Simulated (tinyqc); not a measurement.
## Trap depth and cross-section from two peaks

Problem. A DLTS peak lies where ew = sn g T^2 exp(-Et/kB T), g = vth Nc/(300 K)^2. Find Et and sn.

Parameters, values chosen for the exercise: conduction-band density of states at 300 K Nc = 2.84e19 cm^-3; thermal velocity at 300 K vth = 2.3e7 cm/s.

Constants: q = 1.602176634e-19 C, kB = 1.380649e-23 J/K. Results are converted to the units shown.

peak temperatures for ew = 5 and 2000 1/s (K): [125.57855, 158.22491]

Answer. The slope of ln(ew/T^2) against q/kB T is -Et, and the intercept is ln(sn g).

Et = 0.290 eV
sn = 1.90e-14 cm^2

tinyqc, about 0.01 s, one thread, Intel Xeon 2.30GHz (shared host): `OMP_NUM_THREADS=1 python tinyqc.py 2050112 2050113 out.jsonl`
